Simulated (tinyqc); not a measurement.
Pair-potential crystal by lattice sums: one step, computed by the program tinyqc.

Energy per atom E = (1/2) sum over neighbours of phi(r); d is the nearest-neighbour distance.

Question. Energy and virial pressure. E = (1/2) sum count x phi; P = -(1/(6 Omega)) sum count x r phi', Omega = 0.707107 d^3.

Inputs (values chosen for the exercise, for model atoms): pair minimum r0 = 2.44 angstrom; trial neighbour distance d/r0 = 0.993.

Potential: Mie n-m. Structure: hcp.

Shells:
```
shell  count  r (angstrom)    phi (eV)  phi' (eV/angstrom)  phi'' (eV/angstrom^2)
1         12      2.422920  -0.1971678          -0.1128935               5.175075
2          6      3.426526  -0.0152637           0.0636289              -0.185080
3          2      3.956612  -0.0001375           0.0040555              -0.062519
```

Constants: 1 eV/angstrom^3 = 160.2176634 GPa.

Give: energy at the trial distance; pressure at the trial distance.

Answer.

energy at the trial distance = -1.2289 eV/atom

pressure at the trial distance = 5.1563 GPa

The pressure is positive, so the lattice wants to expand.
